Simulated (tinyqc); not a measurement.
Harmonic transition-state theory with quantum, tunnelling and friction corrections: one step, computed by the program tinyqc. Command: `OMP_NUM_THREADS=1 python tinyqc.py 3022355 3022356 out.jsonl rates walk`. One thread of a shared host (Intel(R) Xeon(R) Processor @ 2.30GHz), about 0.05 s of CPU time with the checks.

One atom hops between equivalent sites; three modes at the minimum and two real modes at the saddle are treated as harmonic, the rest of the crystal as unchanged; melting is ignored, so hot rows may lie above the melting point.

Problem. Tunnelling factors. With u = h nu_b/(k_B T): Wigner factor 1 + u^2/24; parabolic barrier (Bell) (u/2)/sin(u/2), valid above T_c = h nu_b/(2 pi k_B); symmetric Eckart barrier: kappa = int_0^infinity P(E) exp(-(E - E_b)/(k_B T)) dE/(k_B T), P = (cosh 2a - 1)/(cosh 2a + cosh 2d), a = alpha sqrt(E/E_b), alpha = 2 pi E_b/(h nu_b), 2d = 2 sqrt(alpha^2 - pi^2/4).

Inputs (values chosen for the exercise, modelled on a vacancy in silicon): barrier E_b = 0.424 eV; imaginary frequency at the saddle nu_b = 5.54 THz; temperature T = 317 K.

Lattice of sites: three-dimensional.

Constants: h x 1 THz = 4.135667696 meV; k_B = 8.617333262e-05 eV/K.

Give: u; crossover temperature T_c; Wigner factor; Bell factor; Eckart factor.

Solution.

u = 0.8387

crossover temperature T_c = 42.32 K

Wigner factor = 1.029

Bell factor = 1.030

Eckart factor = 1.032

T/T_c = 7.49: tunnelling is a small correction.
